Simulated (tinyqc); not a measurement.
From one set of inputs to another, one input at a time: time-dependent dielectric breakdown: cell percolation, Weibull statistics, area scaling and voltage extrapolation. Computed by tinyqc, a small Python program. Command: `OMP_NUM_THREADS=1 python tinyqc.py 3006004 3006005 out.jsonl tddb ladder`. One thread of a shared host (Intel(R) Xeon(R) Processor @ 2.30GHz), about 0.01 s of CPU time with the checks.

The oxide is divided into columns of area a^2, each holding m = t_ox/a cells (m is taken as continuous). A share lambda(t) = (t/t_1)^alpha of the cells is defective, and a column whose cells are all defective breaks down.

The inputs printed are set A. Inputs not listed in the table keep their values of set A, so the rows need not describe a real material.

Inputs (values chosen for the exercise, for a model gate oxide):
```
quantity                                                   value  unit
oxide thickness t_ox                                         4.3    nm
defect cell size a                                           1.4    nm
exponent alpha of defect growth                              0.4     -
time t_1 at which the occupied share would reach 1       1.2e+08     s
test area A                                                  0.1  um^2
product area A_u                                          800000  um^2
stress voltage V                                            5.76     V
use voltage V_u                                              3.1     V
local exponent n = -d ln t/d ln V at the stress voltage       47     -
activation energy E_a                                        0.6    eV
stress temperature T                                         105     C
use temperature T_u                                          100     C
allowed failure fraction F                                 1e-05     -
```

Voltage law used: 1/E.

Constants: k_B = 8.617333262e-05 eV/K.

Method:
- Failure fraction F = 1 - (1 - lambda^m)^N with N = A/a^2 columns, which for small lambda^m is 1 - exp(-(t/t63)^beta) with beta = alpha m and t63 = t_1 N^(-1/beta); critical share lambda(t63) = N^(-1/m). 1 um^2 = 1e6 nm^2.
- All three voltage laws share the slope n at the stress voltage. Factor t(V_u)/t(V): E law exp(n (1 - V_u/V)); 1/E law exp(n (V/V_u - 1)); power law (V/V_u)^n.
- Temperatures in kelvin are T(C) + 273.15.
- Temperature factor exp[(E_a/k_B)(1/T_u - 1/T)]; area factor (A/A_u)^(1/beta); percentile factor (-ln(1 - F))^(1/beta); life = t63 x all four; 1 year = 3.15576e7 s.

Each row keeps all changes above it:
```
input moved                                                  from         to  characteristic life t63 (s)  projected life (years)  area factor
set A                                                           -          -                    1.767e+04               4.802e+04    2.406e-06
time t_1 at which the occupied share would reach 1 (s)  120000000  390000000                    5.744e+04               1.561e+05    2.406e-06
oxide thickness t_ox (nm)                                     4.3        1.7                    7.919e-02               3.274e-16    6.134e-15
defect cell size a (nm)                                       1.4        1.3                    2.937e-01               6.835e-14    6.352e-14
product area A_u (um^2)                                    800000    3000000                    2.937e-01               5.461e-15    5.076e-15
activation energy E_a (eV)                                    0.6       0.47                    2.937e-01               5.177e-15    5.076e-15
test area A (um^2)                                            0.1        100                    5.403e-07               5.177e-15    2.759e-09
exponent alpha of defect growth                               0.4        0.9                    9.712e+01               1.082e+04    1.570e-04
```

Which inputs carry the difference?

Characteristic life t63 goes from 17700 to 97.1, a factor 0.00550 in all. The largest single move comes from exponent alpha of defect growth (a factor 1.80e8), but it runs against the net change; the largest move in the direction of the net change is oxide thickness t_ox (a factor 1.38e-6). Projected life goes from 48000 to 10800, a factor 0.225 in all. The largest single move comes from oxide thickness t_ox (a factor 2.10e-21), and exponent alpha of defect growth works against it (a factor 2.09e18). Area factor goes from 2.41e-6 to 1.57e-4, a factor 65.3 in all. The largest single move comes from oxide thickness t_ox (a factor 2.55e-9), but it runs against the net change; the largest move in the direction of the net change is test area A (a factor 544000). The single moves hold for this order of the switches; the total does not depend on the order.

Caution (all rows): t_1 is an input here; in a real oxide it changes with thickness at fixed voltage. Caution (all rows): a voltage factor of more than nine decades rests wholly on the chosen law and cannot be tested.

Extremes, crossings and ranges named in words are read from the listed rows.
